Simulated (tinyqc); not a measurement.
Contact resistivity and sheet resistance from two contact lengths.

Question. Rc = [sqrt(rc Rsh)/Wc] coth(Lc/(2 LT)), LT = sqrt(rc/Rsh), Wc = 22 nm; the second contact is twice as long as the first. Find LT, rc and Rsh.

Rc for Lc = 44 and 88 nm (ohm): 796.586040  526.163079

Answer. With t = tanh(Lc/(2 LT)) for the shorter contact, the resistance of the longer over that of the shorter is (1 + t^2)/2. Then sqrt(rc Rsh) = Rc t Wc, and rc and Rsh follow by multiplying and dividing by LT.

LT = 34.2 nm
rc = 3.40e-9 ohm cm^2
Rsh = 290 ohm

tinyqc, about 0.1 s, one thread, Intel Xeon 2.30GHz (shared host): `OMP_NUM_THREADS=1 python tinyqc.py 2170121 2170122 out.jsonl`
